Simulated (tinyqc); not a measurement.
Comparisons within one model: alloy A(1-x)B(x) by interpolation with bowing. A value that a table varies takes the place of the one given here.

Each gap follows E(x) = (1 - x) E_A + x E_B - C x (1 - x); the lattice constant follows Vegard, a(x) = (1 - x) a_A + x a_B.

Mass at Gamma from the Kane formula 1/m = F + Ep (Eg + 2 Dso/3)/(Eg (Eg + Dso)). F is fixed by the masses of A and B and interpolated linearly, as is Ep; Eg and Dso carry their bowing.

Constants: hc = 1239.841984 eV nm.

Inputs chosen for the exercise (A near InAs, B near AlAs; the results hold for these values, not for the real material):

| symbol | value | unit | meaning |
|---|---|---|---|
| a | (6.05, 5.662) | angstrom | lattice constant of A, B |
| Eg | (0.422, 3.123) | eV | gap at Gamma to the s-like level of A, B |
| EgX | (1.413, 2.233) | eV | gap to the lowest valley along Gamma-X of A, B |
| EgL | (1.12, 2.494) | eV | gap to L of A, B |
| C | (0.818, 0, 0) | eV | bowing of the Gamma, X and L gaps |
| Dso | (0.392, 0.277) | eV | spin-orbit splitting of A, B |
| Ep | (21.5, 21.3) | eV | Kane energy of A, B |
| me | (0.0261, 0.1492) | m0 | electron mass at Gamma of A, B |
| Cs | 0.16 | eV | bowing of Dso |
| x | 0.27 |  | fraction of B |

## Gaps across the alloy

Eleven compositions.

Gaps (eV):

| x | a (angstrom) | Gamma | X | L | lowest | wavelength (nm) |
|---|---|---|---|---|---|---|
| 0.0 | 6.0500 | 0.422 | 1.413 | 1.120 | Gamma | 2938 |
| 0.1 | 6.0112 | 0.618 | 1.495 | 1.257 | Gamma | 2005 |
| 0.2 | 5.9724 | 0.831 | 1.577 | 1.395 | Gamma | 1491 |
| 0.3 | 5.9336 | 1.061 | 1.659 | 1.532 | Gamma | 1169 |
| 0.4 | 5.8948 | 1.306 | 1.741 | 1.670 | Gamma | 949 |
| 0.5 | 5.8560 | 1.568 | 1.823 | 1.807 | Gamma | 791 |
| 0.6 | 5.8172 | 1.846 | 1.905 | 1.944 | Gamma | 672 |
| 0.7 | 5.7784 | 2.141 | 1.987 | 2.082 | X | 624 |
| 0.8 | 5.7396 | 2.452 | 2.069 | 2.219 | X | 599 |
| 0.9 | 5.7008 | 2.779 | 2.151 | 2.357 | X | 576 |
| 1.0 | 5.6620 | 3.123 | 2.233 | 2.494 | X | 555 |

How do the results move?

The lowest valley changes at x = 0.628 (Gamma to X, gap 1.928 eV). The Gamma gap is monotonic, since its bowing (0.818 eV) is smaller than the difference of the end gaps (2.701 eV); at x = 0.5 bowing lowers it by C/4 = 0.204 eV.

## Three ways to interpolate a mass

Linear in m, linear in 1/m, and the Kane formula.

Masses (m0):

| x | Eg (eV) | linear in m | linear in 1/m | Kane | Kane m/Eg (1/eV) |
|---|---|---|---|---|---|
| 0.000 | 0.422 | 0.0261 | 0.0261 | 0.0261 | 0.0618 |
| 0.125 | 0.670 | 0.0415 | 0.0291 | 0.0409 | 0.0611 |
| 0.250 | 0.944 | 0.0569 | 0.0329 | 0.0574 | 0.0608 |
| 0.375 | 1.243 | 0.0723 | 0.0378 | 0.0751 | 0.0604 |
| 0.500 | 1.568 | 0.0877 | 0.0444 | 0.0932 | 0.0594 |
| 0.625 | 1.918 | 0.1030 | 0.0539 | 0.1107 | 0.0577 |
| 0.750 | 2.294 | 0.1184 | 0.0685 | 0.1264 | 0.0551 |
| 0.875 | 2.696 | 0.1338 | 0.0939 | 0.1395 | 0.0517 |
| 1.000 | 3.123 | 0.1492 | 0.1492 | 0.1492 | 0.0478 |

What can be read from the table?

At x = 0.5 the three give 0.0877, 0.0444 and 0.0932; judged by the largest distance, the Kane value is closer to the interpolation in m (largest distances 0.0080 m0 from the rule in m, 0.0580 m0 from the rule in 1/m). The ratio m/Eg varies by a factor of 1.29 while the gap varies by 7.40; a constant ratio is the two-band rule m = Eg/Ep at fixed Ep.

## What each parameter does

Gaps at x and the Kane mass. Each row changes one parameter from the base and keeps the others.

Results:

| case | Gamma (eV) | X (eV) | L (eV) | mass (m0) |
|---|---|---|---|---|
| base | 0.9900 | 1.6344 | 1.4910 | 0.0602 |
| x = 0.23 | 0.8984 | 1.6016 | 1.4360 | 0.0547 |
| C = (0.918, 0.1, 0.1) eV | 0.9703 | 1.6147 | 1.4713 | 0.0588 |
| Eg = (0.443, 3.123) eV | 1.0054 | 1.6344 | 1.4910 | 0.0566 |
| EgX = (1.413, 2.121) eV | 0.9900 | 1.6042 | 1.4910 | 0.0602 |
| EgL = (1.064, 2.494) eV | 0.9900 | 1.6344 | 1.4501 | 0.0602 |
| Ep = (23.7, 23.4) eV | 0.9900 | 1.6344 | 1.4910 | 0.0655 |
| Cs = 0.21 eV | 0.9900 | 1.6344 | 1.4910 | 0.0600 |

How do the results move?

The largest shifts from the base row, up to three for each result and ties (the steps differ in size, so this ranks the rows, not the parameters). Gamma (eV): x -0.0917, C -0.0197, Eg +0.0153; unchanged at the printed digits by EgX, EgL, Ep and Cs. X (eV): x -0.0328, EgX -0.0302, C -0.0197; unchanged at the printed digits by Eg, EgL, Ep and Cs. L (eV): x -0.0550, EgL -0.0409, C -0.0197; unchanged at the printed digits by Eg, EgX, Ep and Cs. mass (m0): x -0.0055, Ep +0.0054, Eg -0.0036; unchanged at the printed digits by EgX and EgL.

(tinyqc, `OMP_NUM_THREADS=1 python tinyqc.py 1050209 1050210 out.jsonl`, Intel(R) Xeon(R) Processor @ 2.30GHz, 1 thread, shared host, about 0.01 s.)
